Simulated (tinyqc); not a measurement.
Hole mobility in a silicon inversion layer, empirical terms and Matthiessen rule: effect of the temperature.

Inversion layer of sheet density Ns on a uniformly doped body. The mobility terms are empirical power laws with prefactors chosen for the exercise; adding their inverses (Matthiessen) is itself an approximation.

Nc and Nv are given at 400 K and scale as (T/400 K)^1.5; Eg is fixed. ni = sqrt(Nc Nv) exp(-Eg/(2 Vt)), Eg in volts; Ndep = sqrt(2 eps0 eps_r Nb (2 Vt ln(Nb/ni) + Vsb)/q); E = q (Ndep + eta Ns)/(eps0 eps_r), in MV/cm. With t = T/(300 K): muC = Ac (Ns/1e12 cm^-2) t/(Nb/1e17 cm^-3 + Nit/1e11 cm^-2), muP = Ap E^(-1/3) t^(-1.75), muS = As E^(-gs); 1/mu is the sum of the inverses.

Inputs (values chosen for the exercise); material values close to those of silicon: band gap Eg = 1.14 eV; relative permittivity of the semiconductor eps_r = 11.6; conduction-band density of states at the reference temperature Nc = 4.37e19 cm^-3; valence-band density of states at the reference temperature Nv = 4.11e19 cm^-3; body doping Nb = 1.6e17 cm^-3; reverse body bias Vsb = 0 V; weight of the inversion charge in the effective field eta = 0.3333; phonon-limited mobility at 1 MV/cm and 300 K Ap = 141 cm^2/(V s); roughness-limited mobility at 1 MV/cm As = 513 cm^2/(V s); exponent of the roughness term gs = 1; Coulomb prefactor Ac = 2000 cm^2/(V s); charge at the interface Nit = 1.4e11 cm^-2; inversion density Ns = 5.8e12 cm^-2.

Constants: q = 1.602176634e-19 C, kB = 1.380649e-23 J/K, Vt = kB T/q, eps0 = 8.8541878128e-14 F/cm where lengths are in cm. Results are converted to the units shown.

Results:
```
T (K)  E (MV/cm)  muC (cm^2/(V s))  muP (cm^2/(V s))  muS (cm^2/(V s))  mu (cm^2/(V s))
120       0.5318              1547             865.0             964.7            352.2
160       0.5276              2062             524.2             972.2            292.3
200       0.5231              2578             355.8             980.6            237.1
250       0.5170              3222             241.7             992.2            183.3
300       0.5104              3867             176.4              1005            144.5
350       0.5033              4511             135.3              1019            116.4
450       0.4876              5800             88.11              1052            80.18
```

Estimate the missing row, T = 400 K.

Computed row:
```
T (K)  E (MV/cm)  muC (cm^2/(V s))  muP (cm^2/(V s))  muS (cm^2/(V s))  mu (cm^2/(V s))
400       0.4957              5156             107.7              1035            95.73
```

With this row back in the table: As T goes from 120 to 450 K, E falls from 0.532 to 0.488 MV/cm and mu falls from 352 to 80.2 cm^2/(V s). The phonon term is the smallest in the first and the last row. For T = 120 to 160 K dopant freeze-out and degenerate screening, left out here, matter.

tinyqc, about 0.01 s, one thread, Intel Xeon 2.30GHz (shared host): `OMP_NUM_THREADS=1 python tinyqc.py 2510055 2510056 out.jsonl`
